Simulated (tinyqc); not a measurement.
MOSFET in the linear regime without short-channel effects, parameter extraction from computed curves: one step of the calculation.

Inversion charge Q = Cox n Vt W0(exp((Vg - VT)/(n Vt))), W0 the Lambert function and n = nf; u = Q/Cox; mobility mu = mu0/(1 + th1 u + th2 u^2); channel resistance Rch = (L - dL)/(W mu Q); Id = Vd/(Rch + Rsd/W). Cox = eps0 eox/tox. Small Vd, no channel-length or drain effects.

Problem. The Y function. Y_i = Id_i/sqrt(gm_i). For Id = beta Vd x/(1 + th x), x = Vg - VT, Y = sqrt(beta Vd) x whatever th. Slope s from points 5 and 8; VT_Y = Vg - Y/s at point 8; beta = s^2/Vd; mobility beta L/(W Cox) with the drawn L; th* = (beta Vd x/Id - 1)/x at point 8.

Inputs (values chosen for the exercise); channel values of the order met in silicon transistors:
- eox = 3.9 (relative permittivity of the gate insulator (close to silicon dioxide))
- tox = 4.9 nm (insulator thickness)
- mu0 = 300 cm^2/(V s) (low-field mobility)
- th2 = 0 1/V^2 (second mobility attenuation factor)
- W = 1 um (gate width)
- L = 0.17 um (drawn gate length)
- dL = 0.019 um (drawn less effective length)
- Vd = 0.02 V (drain voltage)

Constants: eps0 = 8.8541878128e-14 F/cm where lengths are in cm. Results are converted to the units shown.

```
point	Vg (V)	Id (uA)
0	0.39	0.013979650
1	0.47	0.10915860
2	0.55	0.58318338
3	0.63	1.6527272
4	0.71	3.0508889
5	0.79	4.5358951
6	0.87	6.0034775
7	0.95	7.4127638
8	1.03	8.7487730
9	1.11	10.007688
```

gm, point 1 to 8 (uS): 3.5575233  9.6473036  15.423160  18.019800  18.453679  17.980429  17.158097  16.218273

Wanted: Y; s; VT_Y; beta; mobility from Y; th*.

Solution.

Y, point 1 to 8 (uA^0.5 V^0.5): 0.05787  0.1878  0.4208  0.7187  1.056  1.416  1.790  2.172
s = 4.652 uA^0.5 V^-0.5
VT_Y = 0.5630 V
beta = 1082 uA/V^2
mobility from Y = 261.0 cm^2/(V s)
th* = 0.3324 1/V

The mobility from Y is 23 % below mu0 L/(L - dL) = 338 cm^2/(V s), which it should reach in deep inversion when th2 = 0.

Program tinyqc, `OMP_NUM_THREADS=1 python tinyqc.py 2210087 2210088 out.jsonl`; Intel Xeon 2.30GHz, shared host, one thread, about 0.01 s.
